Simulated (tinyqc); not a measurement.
A and C from the efficiency peak.

Inverse problem. ABC model of an LED: J = q da (A n + Ba n^2 + Ca n^3), IQE = Ba n^2/(A n + Ba n^2 + Ca n^3), differential lifetime 1/(A + 2 Ba n + 3 Ca n^2). The peak lies at n = sqrt(A/Ca). Given Ba, find n at the peak, A and Ca.

Parameters, values chosen for the exercise: radiative coefficient of the active layer Ba = 2.1e-10 cm^3/s; thickness of the active layer da = 20 nm.

Constants: q = 1.602176634e-19 C. Results are converted to the units shown.

peak IQE = 99.663344 %
J at the peak = 73.476259 A/cm^2

Solution. IQE J = q da Ba n^2 gives n. At the peak A n = Ca n^3, each being half of the non-radiative rate Ba n^2 (1/IQE - 1).

n at the peak = 1.04e18 cm^-3
A = 3.70e5 1/s
Ca = 3.40e-31 cm^6/s

Program tinyqc, `OMP_NUM_THREADS=1 python tinyqc.py 2300121 2300122 out.jsonl`; Intel Xeon 2.30GHz, shared host, one thread, about 0.01 s.
